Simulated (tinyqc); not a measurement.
Elastic strain and critical thickness of a cubic alloy layer A(1-x)B(x) on a thick substrate: one step, computed by the program tinyqc. Command: `OMP_NUM_THREADS=1 python tinyqc.py 3008996 3008997 out.jsonl misfit walk`. One thread of a shared host (Intel(R) Xeon(R) Processor @ 2.30GHz), about 0.01 s of CPU time with the checks.

Strain is positive in tension. The layer is coherent with the substrate unless said otherwise.

Question. Symmetric X-ray reflection. Reflection 111: d = a_perp/sqrt(3), with a_perp = a (1 + e_perp) for the coherent layer, a for the relaxed layer and a_S for the substrate; sin(theta) = lambda/(2 d).

Inputs (values chosen for the exercise, modelled on In(1-x)Ga(x)P on GaAs): substrate lattice constant a_S = 5.653 angstrom; X-ray wavelength = 1.540593 angstrom.

Growth plane: (111).

free lattice constant a = 5.78958 angstrom

normal strain e_perp = 0.01365253

Give: Bragg angles; peak separation of the coherent layer.

Answer.

Bragg angles:
```
crystal         a_perp (angstrom)  theta (degrees)  from substrate (arcsec)
substrate                  5.6530           13.651                      0.0
coherent layer             5.8686           13.141                  -1838.7
relaxed layer              5.7896           13.323                  -1181.0
```

peak separation of the coherent layer = -1838.7 arcsec

Caution: above about 2 % misfit, linear elasticity is rough and compressed layers tend to form islands before dislocations.
